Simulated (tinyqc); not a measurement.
# Gate-all-around wire, scale length and short-channel effects: effects of single changes

A round wire of diameter ts in an insulator shell of thickness ti under a surrounding gate. Below threshold the potential that source and drain add obeys Laplace's equation and vanishes on the gate. Its lowest mode decays along the channel as exp(-k y); k is the smallest positive root of the matching condition at the interface, and the scale length is Lambda = pi/k.

Parameters, values chosen for the exercise; permittivities: semiconductor close to that of germanium, insulator close to that of aluminium oxide:
- T = 300 K (temperature)
- eps_r = 15.8 (relative permittivity of the semiconductor)
- ei = 8.81 (relative permittivity of the insulator)
- ti = 3.5 nm (insulator thickness)
- ts = 12 nm (wire diameter)
- L = 30 nm (channel length)
- Vbi = 0.91 V (potential of the source)
- sT = 0.69 V (potential of the barrier top at threshold)
- Vds = 0.6 V (drain voltage)

Constants: q = 1.602176634e-19 C, kB = 1.380649e-23 J/K, Vt = kB T/q. Results are converted to the units shown.

Each table varies one quantity; the others keep the values above.

## Effect of the wire diameter

k is the smallest positive root of f(k) = ei J0(u)[J1(u) Y0(v) - Y1(u) J0(v)] - eps_r J1(u)[J0(u) Y0(v) - Y0(u) J0(v)], u = k ts/2, v = u + k ti. Along the channel psi(y) = s + a exp(y/l) + b exp(-y/l) with psi(0) = Vbi, psi(L) = Vbi + Vds and l = 1/k = Lambda/pi; with A = Vbi - s, B = A + Vds, x = exp(-L/l): a = (B - A x) x/(1 - x^2), b = (A - B x)/(1 - x^2). The minimum is s + 2 sqrt(a b), at y = (l/2) ln(b/a). The long-channel potential follows the gate as s = sT + (Vg - VTL)/m, and the threshold VT is the gate voltage at which the minimum equals sT. Swing = m Vt ln 10/g at threshold, g = d(minimum)/ds = 1 - (b x + a)/((1 + x) sqrt(a b)). DIBL = [VT(0.05 V) - VT(Vds)]/(Vds - 0.05 V). sT and Vbi are held fixed; m = 1.

Result of one run:
```
ts (nm)  Lambda (nm)  L/Lambda  VT - VTL at Vds (mV)  DIBL (mV/V)  swing (mV/decade)
12            14.839    2.0218               -39.302       31.134             66.062
```

What becomes of these results when the wire diameter ts is changed from 12 to 18 nm, all else the same?

Result of the changed run:
```
ts (nm)  Lambda (nm)  L/Lambda  VT - VTL at Vds (mV)  DIBL (mV/V)  swing (mV/decade)
18            19.245    1.5589               -90.833       73.327             74.211
```

The whole series:
```
ts (nm)  Lambda (nm)  L/Lambda  VT - VTL at Vds (mV)  DIBL (mV/V)  swing (mV/decade)
4.8           8.9096    3.3672               -4.3398       3.3727             60.268
6             9.9792    3.0063               -7.7227       6.0148             60.842
7.5           11.261    2.6641               -13.426       10.493             61.803
9.3           12.733    2.3561               -22.289       17.509             63.278
12            14.839    2.0218               -39.302       31.134             66.062
14            16.341    1.8359               -54.497       43.450             68.503
18            19.245    1.5589               -90.833       73.327             74.211
```

As ts goes from 4.8 to 18 nm, Lambda rises from 8.91 to 19.2 nm, DIBL rises from 3.37 to 73.3 mV/V and the swing rises from 60.3 to 74.2 mV a decade. On average Lambda goes as ts^(0.58).

## Effect of the relative permittivity of the insulator

Same model as above.

Effect of the relative permittivity of the insulator:
```
ei   Lambda (nm)  L/Lambda  VT - VTL at Vds (mV)  DIBL (mV/V)  swing (mV/decade)
3.9        20.14     1.489                -103.9        84.18              76.23
5.7        17.35     1.730                -66.04        52.88              70.33
8.5        15.02     1.997                -41.00        32.51              66.34
12         13.44     2.232                -27.42        21.60              64.12
18         11.99     2.503                -17.48        13.70              62.48
27         10.89     2.755                -11.58        9.042              61.49
40         10.09     2.974                -8.137        6.339              60.91
```

As ei goes from 3.9 to 40, Lambda falls from 20.1 to 10.1 nm, DIBL falls from 84.2 to 6.34 mV/V and the swing falls from 76.2 to 60.9 mV a decade. On average Lambda goes as ei^(-0.30). At ei = 3.9 L is under 1.5 Lambda, where higher modes, left out of the one-mode potential, count.

## Effect of the channel length

Same model as above.

The same in every row: Lambda (nm) = 14.84.

Result of one run:
```
L (nm)  L/Lambda  VT - VTL at Vds = 0.05 V (mV)  VT - VTL at Vds (mV)  DIBL (mV/V)  swing (mV/decade)
19         1.280                         -87.03                -158.6        130.1              84.53
```

What becomes of these results when the channel length L is changed from 19 to 47 nm, all else the same?

Result of the changed run:
```
L (nm)  L/Lambda  VT - VTL at Vds = 0.05 V (mV)  VT - VTL at Vds (mV)  DIBL (mV/V)  swing (mV/decade)
47         3.167                         -3.414                -5.967        4.642              60.54
```

The whole series:
```
L (nm)  L/Lambda  VT - VTL at Vds = 0.05 V (mV)  VT - VTL at Vds (mV)  DIBL (mV/V)  swing (mV/decade)
16         1.078                         -134.7                -248.2        206.4              97.82
19         1.280                         -87.03                -158.6        130.1              84.53
23         1.550                         -51.35                -92.38        74.61              74.45
28         1.887                         -27.98                -49.76        39.60              67.75
33         2.224                         -15.77                -27.82        21.92              64.19
39         2.628                         -8.112                -14.23        11.13              61.94
47         3.167                         -3.414                -5.967        4.642              60.54
56         3.774                         -1.305                -2.277        1.767              59.92
67         4.515                        -0.4059               -0.7076       0.5486              59.65
```

From L = 16 to 67 nm, DIBL falls from 206 to 0.549 mV/V and the swing falls from 97.8 to 59.6 mV a decade (long-channel value 59.5). Between the last two rows the threshold shift at Vds decays with a length of 9.41 nm, against 2 Lambda/pi = 9.45 nm for a shift that goes as exp(-pi L/(2 Lambda)). DIBL first drops below 100 mV/V at L = 23 nm among the rows, L/Lambda = 1.6. For L = 16 to 19 nm L is under 1.5 Lambda, where higher modes, left out of the one-mode potential, count.

tinyqc, about 0.02 s, one thread, Intel Xeon 2.30GHz (shared host): `OMP_NUM_THREADS=1 python tinyqc.py 2420148 2420149 out.jsonl`
